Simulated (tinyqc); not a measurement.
Exciton in a hard-walled quantum well (variational): sweeps and comparisons. A value that a table varies takes the place of the one given here.

Electron and hole in the lowest states cos(pi z/L) of a hard-walled well; relative motion in the plane exp(-rho/lam). E(lam) = c/(mu lam^2) - (q/eps) <1/r>, <1/r> = integral over k from 0 to infinity of F(kL) (1 + (k lam/2)^2)^(-3/2), F(x) = [3x + 8 pi^2/x - 32 pi^4 (1 - exp(-x))/(x^2 (x^2 + 4 pi^2))]/(x^2 + 4 pi^2); c = hbar^2/2m0, q = e^2/(4 pi eps0). E is counted from the subband edge.

Constants: hbar^2/2m0 = 3.80998211 eV angstrom^2; e^2/(4 pi eps0) = 14.39964547 eV angstrom; Ry = 13.60569312 eV.

Parameters, chosen for this exercise (near those of CdTe; not measured data): xs = (0.072, 0.12, 0.64, 1.8, 6.4, 11, 49, 98) ((E - Eg)/Ry*); eps = 10.4 (dielectric constant); Ls = (12, 21, 34, 71, 184, 249, 461) angstrom (widths); me = 0.092 m0 (electron mass); mh = 0.295 m0 (hole mass); L = 142 angstrom (well width).

## Coulomb enhancement above the gap (Wannier exciton and Elliott formula)

Ry* = 8.8217 meV

With x = (E - Eg)/Ry* and y = pi/sqrt(x): S3 = y exp(y)/sinh(y), and S2 = exp(y)/cosh(y). Free-pair absorption goes as sqrt(x) in three dimensions and is constant in two.

Factors:
```
x      E - Eg (meV)  sqrt(x)      S3  S3 sqrt(x)     S2
0.072          0.64    0.268  23.416       6.283  2.000
0.12           1.06    0.346  18.138       6.283  2.000
0.64           5.65    0.800   7.857       6.286  1.999
1.8           15.88    1.342   4.727       6.342  1.982
6.4           56.46    2.530   2.710       6.855  1.846
11            97.04    3.317   2.230       7.395  1.739
49           432.26    7.000   1.515      10.605  1.421
98           864.53    9.899   1.351      13.371  1.307
```

In three dimensions the product tends to 2 pi = 6.283 at the edge (6.283 in the first row), so the square-root onset becomes a step. Even 865 meV above the gap the enhancement is 1.35; it decays only as 1 + pi/sqrt(x) = 1.32. In two dimensions it never exceeds 2 and has fallen to 1.31. The last rows lie beyond the range of parabolic bands.

## Width of the well

mu = 0.070129 m0
a* = 78.476 angstrom

The minimum for each width. The strength per area goes as |phi(0)|^2 = 2/(pi lam^2), listed relative to the strict two-dimensional value.

Results:
```
L (angstrom)  L/a*  lam (angstrom)  binding (meV)  in Ry*  strength
12            0.15            46.6          29.33   3.325     0.709
21            0.27            50.7          26.59   3.014     0.599
34            0.43            55.7          23.76   2.693     0.496
71            0.90            66.9          18.90   2.142     0.344
184           2.34            90.6          12.68   1.437     0.187
249           3.17           101.2          10.91   1.237     0.150
461           5.87           128.6           7.79   0.883     0.093
```

The binding falls from 3.32 to 0.88 Ry*. It drops below the bulk value Ry* between 249 and 461 angstrom, which is a failure of the trial function: it has no correlation along z, so it cannot reach the bulk limit. Even at L = 0.15 a* only 83 % of the two-dimensional limit is reached. With finite barriers the binding would peak at some width and fall again as the carriers leak out.

## What each parameter does

1/mu = 1/me + 1/mh, Ry* = Ry mu/eps^2; the minimum over lam. Each row changes one parameter from the base and keeps the others.

Results:
```
case              binding (meV)  lam (angstrom)  binding/Ry*
base                      14.29            82.9        1.620
me = 0.11 m0              15.37            75.9        1.525
mh = 0.413 m0             14.85            79.1        1.569
eps = 9.36                16.82            77.3        1.544
L = 199 angstrom          12.21            93.2        1.384
```

The largest shifts from the base row, up to three for each result and ties (the steps differ in size, so this ranks the rows, not the parameters). binding (meV): eps +2.53, L -2.09, me +1.08. lam (angstrom): L +10.3, me -7.0, eps -5.6. binding/Ry*: L -0.236, me -0.095, eps -0.076.

(tinyqc, `OMP_NUM_THREADS=1 python tinyqc.py 1281014 1281015 out.jsonl`, Intel(R) Xeon(R) Processor @ 2.30GHz, 1 thread, shared host, about 0.01 s.)
